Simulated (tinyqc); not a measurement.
Short-channel transistor, virtual-source model with series resistance: one step of the calculation.

The current per gate width is the charge at the top of the source barrier (the virtual source) times its velocity times a saturation function; al and be are fitting constants of the model. Units: I in uA/um, Rs in ohm um, so I Rs = 1e-6 I Rs in volts; Q in uC/cm^2, so I = 1e-4 Q vx0 Fsat with vx0 in cm/s.

Question. What the series resistance costs. Intrinsic voltages Vg' = Vgs - I Rs, Vd' = Vds - 2 I Rs. n = n0 + nd Vd', VT = VT0 - dl Vd', Ff = 1/(1 + exp((Vg' - VT + al Vt/2)/(al Vt))), Q = Cinv n Vt ln(1 + exp((Vg' - VT + al Vt Ff)/(n Vt))), Vdsat = (vx0 L/mu)(1 - Ff) + Vt Ff, Fsat = u/(1 + u^be)^(1/be) with u = Vd'/Vdsat, and I = Q vx0 Fsat per width. I0 is the current for Rs = 0. Effective velocity I/Q; transit time L Q/I.

Values chosen for this exercise:
- T = 400 K (temperature)
- Cinv = 3.86 uF/cm^2 (inversion capacitance)
- vx0 = 1.82e7 cm/s (velocity at the virtual source)
- mu = 420 cm^2/(V s) (apparent mobility)
- L = 65 nm (channel length)
- VT0 = 0.377 V (threshold at zero drain voltage)
- dl = 0.155 V/V (drain-induced barrier lowering)
- n0 = 1.38 (subthreshold factor)
- nd = 0.1 1/V (growth of n with drain voltage)
- al = 3.5 (threshold shift (in units of Vt) from weak to strong inversion)
- be = 1.4 (sharpness of saturation)
- Rs = 90 ohm um (series resistance of each contact)
- Vgs = 0.8 V (gate voltage)
- Vds = 0.4 V (drain voltage)

Constants: q = 1.602176634e-19 C, kB = 1.380649e-23 J/K, Vt = kB T/q. Results are converted to the units shown.

converged I = 1194.7496 uA/um
I0 = 2437.8536 uA/um

Wanted: loss against I0; effective velocity; transit time.

Answer.

loss against I0 = 50.99 %
effective velocity = 8.888e6 cm/s
transit time = 0.7313 ps

Program tinyqc, `OMP_NUM_THREADS=1 python tinyqc.py 2380065 2380066 out.jsonl`; Intel Xeon 2.30GHz, shared host, one thread, about 0.01 s.
